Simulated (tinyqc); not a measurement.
Ballistic transport through the one-dimensional subbands of a rectangular nanowire or nanosheet channel: one step, computed by the program tinyqc. Command: `OMP_NUM_THREADS=1 python tinyqc.py 3001241 3001242 out.jsonl wire walk`. One thread of a shared host (Intel(R) Xeon(R) Processor @ 2.30GHz), about 0.03 s of CPU time with the checks.

Hard walls, parabolic subbands, transport along x. Energies are counted from the bulk conduction band edge at the top of the barrier, which the gate pulls down by U; the source Fermi level lies at the bulk edge when U = 0.

Question. Subbands. E_pq = (hbar^2 pi^2/2)(p^2/(m_y b^2) + q^2/(m_z a^2)); valley pairs: (m_x, m_y, m_z) = (m_t, m_t, m_l), (m_t, m_l, m_t), (m_l, m_t, m_t), each with degeneracy g = 2; the 10 lowest subbands are kept.

Inputs (values chosen for the exercise, modelled on silicon):

| quantity | value | unit |
|---|---|---|
| light mass m_t | 0.19 | m_0 |
| heavy mass m_l | 0.911 | m_0 |
| height a | 4.3 | nm |
| width b | 5.9 | nm |

Valleys: silicon [100] wire.

Constants: hbar^2/(2 m_0) = 3.80998212 eV angstrom^2; k_B = 8.617333262e-05 eV/K.

Give: Subbands.

Answer.

Subbands:

| valley axis | p | q | E (meV) | m_x (m_0) |
|---|---|---|---|---|
| z | 1 | 1 | 79.18 | 0.190 |
| y | 1 | 1 | 118.89 | 0.190 |
| z | 1 | 2 | 146.15 | 0.190 |
| y | 2 | 1 | 154.47 | 0.190 |
| x | 1 | 1 | 163.89 | 0.911 |
| y | 3 | 1 | 213.76 | 0.190 |
| z | 2 | 1 | 249.74 | 0.190 |
| z | 1 | 3 | 257.77 | 0.190 |
| y | 4 | 1 | 296.76 | 0.190 |
| z | 2 | 2 | 316.71 | 0.190 |
